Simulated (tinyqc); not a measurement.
A double barrier with mass mismatch, transfer matrices: two steps of the calculation.

One electron of energy E comes from the left lead (band edge 0); no transverse momentum. Parabolic bands, masses in units of m0, C = hbar^2/(2 m0); psi and psi'/m are continuous at every interface. Barrier d1, well Lw, barrier d2; the right lead equals the left one.

Parameters, values chosen for the exercise; masses and offsets close to those of GaN wells and AlGaN barriers:
```
symbol,value,unit,meaning
mL,0.2,m0,mass in the left lead
U1,0.59,eV,barrier height
m1,0.27,m0,barrier mass
d1,1.5,nm,width of the first barrier
Lw,2,nm,"well width (edge 0, mass mL)"
d2,1.1,nm,width of the second barrier
E,0.198,eV,electron energy
```

Constants: q = 1.602176634e-19 C, hbar = 1.054571817e-34 J s, m0 = 9.1093837015e-31 kg, hbar^2/(2 m0) = 0.0380998212 eV nm^2. Results are converted to the units shown.

Problem 1. Matrices of the layers. For the pair (psi, psi'/m) a flat layer has M = [[cos kd, (m/k) sin kd], [-(k/m) sin kd, cos kd]] with k = sqrt(m (E - U)/C) above its edge U, and M = [[cosh Kd, (m/K) sinh Kd], [(K/m) sinh Kd, cosh Kd]] with K = sqrt(m (U - E)/C) below it. M12 is in nm, M21 in 1/nm.

Give: M of layer 1; M of layer 2; M of layer 3.

Solution 1.

M of layer 1:
```
       1       2
1  6.133  0.9802
2  37.35   6.133
```

M of layer 2:
```
         1        2
1  -0.4513   0.1751
2   -4.549  -0.4513
```

M of layer 3:
```
       1       2
1  3.207  0.4937
2  18.81   3.207
```

Problem 2. Product of the matrices. The matrix of the later layer stands to the left: M = M_n ... M_2 M_1; det M = 1.

M of layer 1:
```
           1           2
1  6.1328014  0.98018401
2  37.351408   6.1328014
```

M of layer 2:
```
             1            2
1  -0.45127938   0.17506327
2   -4.5489094  -0.45127938
```

M of layer 3:
```
           1           2
1  3.2074794  0.49369605
2  18.813042   3.2074794
```

Find: M.

Solution 2.

M:
```
        1       2
1  -9.998  -1.543
2  -72.60  -11.30
```

Range of the model: Masses are held fixed, although real bands cease to be parabolic a few tenths of an eV from their edges (inside a barrier too).

Program tinyqc, `OMP_NUM_THREADS=1 python tinyqc.py 2560042 2560043 out.jsonl`; Intel Xeon 2.30GHz, shared host, one thread, about 0.06 s.
